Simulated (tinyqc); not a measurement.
Vacuum evaporation: vapour pressure, source flux, thickness distribution, purity and step coverage: one step, computed by the program tinyqc.

Molecular flow, unit sticking of the metal, no re-evaporation. The background gas is taken as water vapour (18.015 g/mol, collision diameter 0.37 nm) at 300 K.

Problem. Offset source and rotation. Rotating wafer, source offset by s and facing upwards: thickness at radius r is the mean over the angle a of (1 + (r^2 + s^2 - 2 r s cos a)/h^2)^(-(n + 3)/2), by 360 equal steps; non-uniformity (max - min)/(max + min) over 21 radii from 0 to R.

Inputs (values chosen for the exercise, modelled on titanium, with constants for the liquid):
```
quantity                         value  unit
directionality n                     3     -
source-to-wafer distance h          63    cm
wafer radius R                       5    cm
source offset from the axis s/h   0.86     -
```

Give: centre thickness relative to an axial source; edge over centre, rotating; non-uniformity, rotating.

Solution.

centre thickness relative to an axial source = 0.1900

edge over centre, rotating = 1.008

non-uniformity, rotating = 0.3770 %
